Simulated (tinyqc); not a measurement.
bcc against fcc: Finnis-Sinclair potential for a bcc metal: fit to cohesion and elasticity, then vacancy, surfaces and structure. Computed by tinyqc, a small Python program. Command: `OMP_NUM_THREADS=1 python tinyqc.py 3110513 3110514 out.jsonl fsfit walk`. One thread of a shared host (Intel(R) Xeon(R) Processor @ 2.30GHz), about 0.01 s of CPU time with the checks.

E = (1/2) sum V(r) - A sqrt(rho), rho = sum phi(r), phi = (r - d)^2 for r < d, V = (r - c)^2 (c0 + c1 r + c2 r^2) for r < c. In bcc the 8 first neighbours lie at sqrt(3) a/2 and the 6 second at a; both cut-offs lie below the third shell; Omega = a^3/2; E is per atom and z the number of atoms in a shell. The four constants A, c0, c1, c2 are fitted to E_c, zero pressure, B and C12 - C44 alone, so C44 and C11 - C12 are not matched singly; defects are unrelaxed.

Inputs (values chosen for the exercise, modelled on tungsten):
```
quantity             value      unit
lattice constant a   3.165  angstrom
cohesive energy E_c   8.87        eV
target C11             527       GPa
target C12             202       GPa
target C44             158       GPa
density cut-off d/a  1.381         -
pair cut-off c/a      1.02         -
```

Constants: 1 eV/angstrom^3 = 160.2176634 GPa.

Method:
- rho = sum z phi, rho1 = sum z r phi', rho2 = sum z r^2 phi''. At zero pressure the effective pair part V + 2 F' phi obeys C12 = C44, so C12 - C44 = F'' (rho1/3)^2/Omega with F'' = A/(4 rho^(3/2)); this gives A.
- With v_k = (r - c)^2 r^k the rows are (1/2) sum z v_k, (1/2) sum z r v_k' and (1/2) sum z r^2 v_k''. With rho1 = sum z r phi' and rho2 = sum z r^2 phi'' the right-hand sides are: -E_c + A sqrt(rho) (cohesion); A rho1/(2 sqrt(rho)) (zero pressure); 9 B Omega + A [rho2/(2 sqrt(rho)) - rho1^2/(4 rho^(3/2))] with B = (C11 + 2 C12)/3.
- Solve the three equations.
- E of each lattice against the volume per atom, as a multiple of Omega; all neighbours inside the cut-offs are summed.

c0, c1, c2 (eV/angstrom^2, eV/angstrom^3, eV/angstrom^4): 28.0413  -18.2302  3.1080

A = 1.87018 eV/angstrom

Energies (eV/atom):
```
V/Omega      bcc      fcc  fcc less bcc (meV)
0.80     -8.1082  -8.1453             -37.084
0.84     -8.4081  -8.4486             -40.468
0.88     -8.6191  -8.6514             -32.325
0.92     -8.7607  -8.7752             -14.531
0.96     -8.8441  -8.8372               6.928
1.00     -8.8700  -8.8507              19.271
1.05     -8.8338  -8.8159              17.955
1.10     -8.7402  -8.7383               1.837
1.20     -8.4668  -8.4992             -32.334
```

What follows from these numbers?

The lowest fcc row, at V/Omega = 1, lies +19 meV from the bcc minimum: this choice of cut-offs does not keep bcc safely stable.

Extremes, crossings and ranges named in words are read from the listed rows.
